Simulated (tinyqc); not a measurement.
Hole subbands of a hard-walled well, four-band Luttinger model: sweeps and comparisons. A value that a table varies takes the place of the one given here.

Hole energies are counted downwards from the unstrained band edge, c = hbar^2/2m0. After the usual block transformation one block is H = [[P + Q - Zs, R - i S], [R + i S, P - Q + Zs]] in (heavy, light), with P +/- Q = c [(g1 +/- g2) k^2 + (g1 -/+ 2 g2) kz^2], R = sqrt(3) c gR k^2, S = 2 sqrt(3) c g3 k kz, kz = -i d/dz; axial approximation gR = (g2 + g3)/2. Zs = b (e_par - e_perp) is the shear part of the strain (the hydrostatic part shifts all levels alike and is left out). Basis sqrt(2/L) sin(n pi z/L), n = 1 to N, for each component: kz^2 gives (n pi/L)^2 and the heavy-light block is R delta_nm - 2 sqrt(3) c g3 k D_nm with D_nm = 4 n m/(L (n^2 - m^2)) for n + m odd, 0 otherwise. The other block has the same levels. The split-off band is left out.

Constants: hbar^2/2m0 = 3.80998211 eV angstrom^2.

Values chosen for the exercise (near those of InAs; the results hold for these values, not for the real material):
```
symbol  value                                                 unit        meaning
g1      20.15                                                             Luttinger gamma1
g2      8.51                                                              gamma2
g3      9.18                                                              gamma3
L       120                                                   angstrom    well width along [001]
k       0.0247                                                1/angstrom  wave vector in the plane
Zlist   (-0.0922, -0.0649, -0.037, -0.0147, 0, 0.02, 0.0574)  eV          shear strain energies (negative: tension in the plane, for b < 0)
```

## Which coupling does what

shear strain energy Zs = -0.035521 eV
N = 20, at the given k. Diagonal: R = S = 0. Along [100] and [110] gR is g2 and g3 instead of their mean.

Hole energies (meV):
```
model        E1      E2      E3      E4
diagonal  88.60  110.31  134.83  175.70
R alone   62.23  129.76  136.68  173.87
S alone   33.83   76.70  121.67  133.78
axial     24.26   73.34  117.86  141.61
[100]     24.92   73.60  118.06  141.16
[110]     23.58   73.08  117.65  142.06
```

What does this show, and why?

The couplings move E1 by -64.34 meV: R alone by -26.37, S alone by -54.77, so S matters more at k L/pi = 0.94 (R grows as k^2 and joins equal n, S as k and joins n of opposite parity). Warping spreads E1 by 1.35 meV between [100] and [110], the hole being heavier along [110]; the axial value lies between them.

## Strain

N = 20. dE is the rise of the top subband from k = 0 to k1 = pi/(4L), m1 = c k1^2/dE (dash if dE is not positive), and the heavy weight is taken at k = pi/L.

Top subband:
```
Zs (eV)  HH1 (meV)  LH1 (meV)  dE (meV)  heavy weight  m1 (m0)
-0.0922      100.4        4.9    -0.957         0.165        -
-0.0649       73.1       32.2    -2.921         0.252        -
-0.0370       45.2       60.1     1.613         0.388    0.101
-0.0147       22.9       82.4     3.581         0.525    0.046
0.0000         8.2       97.1     3.707         0.615    0.044
0.0200       -11.8      117.1     3.820         0.721    0.043
0.0574       -49.2      154.5     3.961         0.851    0.041
```

What can be read from the table?

HH1 and LH1 cross at Zs = -2 c g2 (pi/L)^2 = -0.0444 eV; for more negative Zs the light hole is on top. Among the rows with HH1 on top, m1 goes from 0.101 to 0.041 m0 as the splitting widens from 15 to 204 meV, against the unmixed 1/(g1 + g2) = 0.035: compression lightens the holes here. A dash marks a top subband whose hole energy at k1 lies below that at k = 0: an electron-like (negative) mass. m1 describes the neighbourhood of k = 0 only; where HH1 and LH1 lie close, the band may peak further out.

tinyqc: `OMP_NUM_THREADS=1 python tinyqc.py 1250064 1250065 out.jsonl`; about 0.08 s, one thread, shared Intel(R) Xeon(R) Processor @ 2.30GHz.
